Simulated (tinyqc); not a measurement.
## Thermal resistances of a two-die stack

Inverse problem. Heat leaves through the lower die only, and the system is linear. Find the resistance R1 from the lower die to the coolant, R2 between the dies, and the rise of the upper die when both are powered.

Values chosen for this exercise: power of the lower die P1 = 50 W; power of the upper die P2 = 20 W.

rises of the lower and upper die with only the lower one powered (K): 28.5  28.5
rises of the lower and upper die with only the upper one powered (K): 11.4  13.4

Solution. With only the lower die powered no heat crosses R2, so both dies rise by P1 R1; the difference in the second test is P2 R2; rises add.

R1 = 0.5700 K/W
R2 = 0.1000 K/W
rise of the upper die = 41.90 K

Computed by the program tinyqc: `OMP_NUM_THREADS=1 python tinyqc.py 2162196 2162197 out.jsonl`, one thread of a shared Intel Xeon 2.30GHz, about 0.02 s for the whole run.
